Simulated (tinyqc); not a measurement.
Zener tunnelling in a reverse-biased junction, two-band WKB: two steps of the calculation.

Abrupt p-n junction, depletion approximation. Energies E are counted from the conduction-band edge of the neutral n side; its Fermi level lies at dn, that of the p side at dn - V, and the valence-band edge of the neutral p side at Em = dn + dp - V. Tunnelling needs 0 < E < Em. Two-band dispersion with equal masses m: inside the gap kappa = sqrt(m u (1 - u/Eg)/C), u the distance from a band edge, C = hbar^2/(2 m0).

Values chosen for this exercise; band and dielectric values close to those of gallium arsenide: temperature T = 200 K; band gap Eg = 1.4 eV; relative permittivity eps_r = 13.2; conduction-band density of states at 200 K Nc = 2.42e17 cm^-3; valence-band density of states at 200 K Nv = 4.84e18 cm^-3; band-edge mass of the two-band model m = 0.07 m0; acceptor density Na = 1.3e19 cm^-3; donor density Nd = 2.3e18 cm^-3; bias of the p side V = -1.1 V.

Constants: q = 1.602176634e-19 C, kB = 1.380649e-23 J/K, hbar = 1.054571817e-34 J s, m0 = 9.1093837015e-31 kg, Vt = kB T/q, eps0 = 8.8541878128e-14 F/cm where lengths are in cm, hbar^2/(2 m0) = 0.0380998212 eV nm^2. Results are converted to the units shown.

Question 1. Fermi levels and built-in voltage. Nd = Nc F12(dn/Vt), Na = Nv F12(dp/Vt), F12(x) = (2/sqrt(pi)) int_0^infinity sqrt(u)/(1 + exp(u - x)) du; dn = EF - Ec on the n side, dp = Ev - EF on the p side (negative outside the bands); Vbi = Eg + dn + dp.

Find: dn; dp; Vbi.

Answer 1.

dn = 0.09071 eV
dp = 0.03283 eV
Vbi = 1.524 V

Boltzmann statistics would give dn = 0.0388 eV and dp = 0.0170 eV. At zero bias the bands of the two sides overlap by dn + dp.

Question 2. Width, field and exponent. W = sqrt(2 eps0 eps_r (Vbi - V)(1/Na + 1/Nd)/q), mean field F = (Vbi - V)/W, peak field 2 F. In a uniform field F the exponent is S = pi sqrt(m/C) Eg^1.5/(4 F). Transverse energy Et = C kt^2/m raises it to S (1 + 4 Et/Eg), so T = exp(-S) exp(-Et/Eb) with Eb = Eg/(4 S). KJ = (2 q^2/h) m/(4 pi C) (times 1e14 for A/cm^2 per eV^2).

Vbi = 1.5235336 V

Find: W; mean field; S; exp(-S); Eb; tunnelling length Eg/F.

Answer 2.

W = 44.26 nm
mean field = 0.5928 MV/cm
S = 29.75
exp(-S) = 1.204e-13
Eb = 11.77 meV
tunnelling length Eg/F = 23.62 nm

Range of the model: Parabolic densities of states, no band tails and no gap narrowing, all of which matter at such doping.

Numbers from tinyqc (`OMP_NUM_THREADS=1 python tinyqc.py 2620021 2620022 out.jsonl`; about 0.01 s on one thread of a shared Intel Xeon 2.30GHz).
